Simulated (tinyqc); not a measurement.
What moves the results: core-shell quantum dot (spherical envelope functions). A value that a table varies takes the place of the one given here.

Parabolic bands; strain and other valleys are left out. s states, u = r psi, hard wall at R + H, c = hbar^2/2m0, energies from the band edges of the core. Core: u = sin(k1 r)/k1, k1 = sqrt(m1 E/c). At R, psi and psi'/m are continuous, so u is continuous and its slope in the shell is s = u/R + (m2/m1)(u' - u/R). Shell: u(R + x) = u(R) cos(k2 x) + s sin(k2 x)/k2, k2 = sqrt(m2 (E - V)/c); for negative arguments the functions turn into sinh and cosh. A level has u(R + H) = 0.

Overlap = (integral of u_e u_h)^2 with normalised u. Coulomb integrals J_ab = (q/eps) double integral of u_a(r)^2 u_b(s)^2/max(r, s), q = e^2/(4 pi eps0), one eps everywhere. Exciton E = Eg + E_e + E_h - J_eh; first-order biexciton shift J_ee + J_hh - 2 J_eh (positive: repulsive).

Constants: hbar^2/2m0 = 3.80998211 eV angstrom^2; e^2/(4 pi eps0) = 14.39964547 eV angstrom; hc = 1239.841984 eV nm.

Parameters, chosen for this exercise (near those of a ZnSe/CdS core-shell dot; not measured data): R = 32 angstrom (core radius); Vc = -0.807 eV (conduction edge of the shell above that of the core); Vv = 0.489 eV (hole barrier of the shell); me1 = 0.162 m0 (electron, core); me2 = 0.217 m0 (electron, shell); mh1 = 0.601 m0 (hole, core); mh2 = 0.812 m0 (hole, shell); Eg = 2.705 eV (gap of the core); eps = 6 (dielectric constant); Hs = (4, 9, 14, 20, 33, 38, 53) angstrom (shell thicknesses); H = 25 angstrom (shell thickness).

## Growing the shell

All quantities anew for each H.

Results:
```
H (angstrom),E_e (eV),E_h (eV),electron in core,overlap,J_eh (meV),E (eV),biexciton shift (meV)
4,0.1503,0.0491,0.976,0.982,114.9,2.789,0.7
9,-0.0574,0.0474,0.589,0.494,84.4,2.611,24.0
14,-0.3312,0.0474,0.213,0.143,69.6,2.352,42.6
20,-0.5220,0.0474,0.081,0.051,62.5,2.168,50.5
33,-0.6830,0.0474,0.020,0.013,53.3,2.016,59.7
38,-0.7104,0.0474,0.014,0.009,50.7,1.991,62.3
53,-0.7542,0.0474,0.005,0.003,44.3,1.954,68.6
```

How do the results move?

The line moves by -836 meV: the electron gives -904, the hole -2 and the weaker attraction +71 meV. Over the last step E_e moves by -43.8 meV and E_h by 0.0 meV; the electron level lies above the shell edge Vc, so at this thickness it still spreads with the shell; whether a thicker shell brings it below Vc depends on whether the core binds a level at all. The overlap goes from 0.982 to 0.003, which scales the radiative lifetime by 289.3 if the rate is proportional to it.

## What each parameter does

All quantities anew. Each row changes one parameter from the base and keeps the others.

Results:
```
case,E (eV),overlap,electron in core,biexciton shift (meV)
base,2.086,0.028,0.044,54.6
R = 29 angstrom,2.090,0.034,0.044,59.6
H = 30 angstrom,2.037,0.017,0.026,57.9
Vc = -0.907 eV,1.990,0.023,0.037,55.1
Vv = 0.367 eV,2.084,0.035,0.044,52.3
me2 = 0.271 m0,2.056,0.021,0.032,55.6
mh1 = 0.481 m0,2.094,0.033,0.044,51.3
eps = 6.9,2.094,0.028,0.044,47.5
```

What does this show?

The largest shifts from the base row, up to three for each result and ties (the steps differ in size, so this ranks the rows, not the parameters). E (eV): Vc -0.096, H -0.049, me2 -0.030. overlap: H -0.011, Vv +0.007, me2 -0.006, R +0.006, mh1 +0.006; unchanged at the printed digits by eps. electron in core: H -0.018, me2 -0.012, Vc -0.007; unchanged at the printed digits by R, Vv, mh1 and eps. biexciton shift (meV): eps -7.1, R +4.9, mh1 -3.4.

(tinyqc, `OMP_NUM_THREADS=1 python tinyqc.py 1251694 1251695 out.jsonl`, Intel(R) Xeon(R) Processor @ 2.30GHz, 1 thread, shared host, about 0.02 s.)
